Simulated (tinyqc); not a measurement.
# Admittance spectroscopy of a deep trap, step by step

Computed by the program tinyqc: `OMP_NUM_THREADS=1 python tinyqc.py 2050162 2050163 out.jsonl`, one thread of a shared Intel Xeon 2.30GHz, about 0.01 s for the whole run. Printed values are rounded.

Schottky contact on an n-type layer with shallow donors Nd (all ionised) and a donor-like deep trap, neutral when filled and positive when empty; depletion approximation. Traps within lam of the depletion edge stay filled. The traps at xt = W - lam, where the level crosses the Fermi level, follow a slow signal and not a fast one. w = 2 pi f.

Values chosen for this exercise; material values those of a made-up semiconductor:
- eps_r = 11.8 (relative permittivity)
- Nc = 2.64e18 cm^-3 (conduction-band density of states at 300 K)
- vth = 2.9e7 cm/s (thermal velocity at 300 K)
- Nd = 2.3e15 cm^-3 (shallow donor density)
- Vbi = 1.17 V (built-in voltage)
- Et = 0.13 eV (depth of the trap below the conduction edge)
- sn = 2.5e-15 cm^2 (capture cross-section)
- Nt = 8.7e14 cm^-3 (trap density)
- Vr = 1.1 V (reverse bias)
- f = 1.8e5 Hz (signal frequency)
- T = 133 K (temperature)

Constants: q = 1.602176634e-19 C, kB = 1.380649e-23 J/K, eps0 = 8.8541878128e-14 F/cm where lengths are in cm. Results are converted to the units shown.

## Widths and limiting capacitances

lam = sqrt(2 eps0 eps_r (EF - ET)/(q Nd)), EF - ET = Et - (kB T/q) ln(Nc(T)/Nd), Nc(T) = Nc (T/300 K)^1.5. In the steady state at the band bending V, 2 eps0 eps_r V/q = Nd W^2 + Nt (W - lam)^2 (the second term only if W > lam). V = Vbi + Vr. C_HF = eps0 eps_r/W, C_LF = eps0 eps_r (Nd + Nt)/(Nd W + Nt xt).

lam = 189.359 nm
W = 1014.67 nm
xt = 825.312 nm
C_HF = 10.2969 nF/cm^2
C_LF = 10.8527 nF/cm^2

The step is 5.40 % of C_HF.

## Admittance at the signal frequency

Emission rate en = sn vth(T) Nc(T) exp(-Et/kB T) = sn g T^2 exp(-Et/kB T), g = vth Nc/(300 K)^2, as vth goes as T^0.5 and Nc as T^1.5 (degeneracy factor 1). Inflection frequency w0 = 2 en [1 + Nt xt/(Nd W)]; C = C_HF + (C_LF - C_HF)/(1 + (w/w0)^2), G/w = (C_LF - C_HF)(w/w0)/(1 + (w/w0)^2).

en = 4.45968e5 1/s
w0/(2 pi) = 1.85632e5 Hz
C = 10.5834 nF/cm^2
G/w = 0.277794 nF/cm^2

The signal lies near the inflection, where the loss is largest.
